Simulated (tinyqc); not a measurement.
The basis set: RHF and MP2 along a ladder of basis sets, for H3+, spin multiplicity 1. Computed by the program tinyqc with PySCF. Same geometry throughout; the dipole is taken about the origin.

Geometry (angstrom):

| atom | x | y | z |
|---|---|---|---|
| H | 0.0000 | 0.0000 | 0.0000 |
| H | 0.0000 | 0.0000 | 0.8190 |
| H | 0.0000 | 0.0000 | -0.8190 |

RHF and frozen-core MP2 in a ladder of bases:

| basis | functions | E(RHF) (hartree) | E(MP2 corr) (hartree) | HOMO (eV) | LUMO (eV) | dipole (debye) |
|---|---|---|---|---|---|---|
| sto-3g | 3 | -1.20436 | -0.01883 | -30.004 | -8.704 | 0.000 |
| 3-21g | 6 | -1.21702 | -0.02354 | -29.805 | -9.477 | 0.000 |
| 6-31g** | 15 | -1.22383 | -0.03383 | -29.834 | -9.536 | 0.000 |
| cc-pvdz | 15 | -1.22227 | -0.03354 | -29.781 | -9.523 | 0.000 |
| aug-cc-pvdz | 27 | -1.22245 | -0.03423 | -29.781 | -9.534 | 0.000 |
| cc-pvtz | 42 | -1.22707 | -0.03827 | -29.821 | -9.540 | 0.000 |

Estimate the missing row, basis = 6-31g.

Computed row:
```
basis  functions  E(RHF) (hartree)  E(MP2 corr) (hartree)  HOMO (eV)  LUMO (eV)  dipole (debye)
6-31g          6          -1.21999               -0.02378    -29.841     -9.529           0.000
```

From cc-pVDZ to cc-pVTZ the RHF energy falls by 4.8 mhartree and the correlation energy by 4.7. If valence correlation converges as X^-3, (27 E(T) - 8 E(D))/19 gives -0.0403 hartree, a rough estimate from such small X that usually falls short; STO-3G holds about 47 % of it. Beyond STO-3G the LUMO moves by 0.1 eV and the HOMO by 0.1 eV.
